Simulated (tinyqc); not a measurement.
Inverter chain driving a load.

N inverters, each f = Hc^(1/N) times larger than the one before: delay tau N (f + pp). Switched capacitance in units of the first input, with output capacitance pp times the input: Hc + (1 + pp)(Hc - 1)/(f - 1).

Values chosen for this exercise: load over the input capacitance of the chain Hc = 120; parasitic delay of an inverter pp = 0.6; delay unit tau = 1.1 ps.

Result of one run:

| f | delay (ps) | switched capacitance |
|---|---|---|
| 1.819 | 21.29 | 352.4 |

Which number of stages N gave this result: 3, 4, 5, 7 or 8?

N = 8.

The whole series:

| N | f | delay (ps) | switched capacitance |
|---|---|---|---|
| 1 | 120.0 | 132.7 | 121.6 |
| 2 | 10.95 | 25.42 | 139.1 |
| 3 | 4.932 | 18.26 | 168.4 |
| 4 | 3.310 | 17.20 | 202.4 |
| 5 | 2.605 | 17.63 | 238.6 |
| 6 | 2.221 | 18.62 | 275.9 |
| 7 | 1.982 | 19.88 | 314.0 |
| 8 | 1.819 | 21.29 | 352.4 |

The delay goes from 133 through a minimum of 17.2 (at N = 4 among the rows listed) to 21.3 ps. The best stage effort solves pp + rho (1 - ln rho) = 0, rho = 3.27, which gives N = ln Hc/ln rho = 4.04. One stage fewer than the best costs 6.1 % in delay and saves 17 % of the switched capacitance.

Computed by the program tinyqc: `OMP_NUM_THREADS=1 python tinyqc.py 2082019 2082020 out.jsonl`, one thread of a shared Intel Xeon 2.30GHz, about 0.01 s for the whole run.
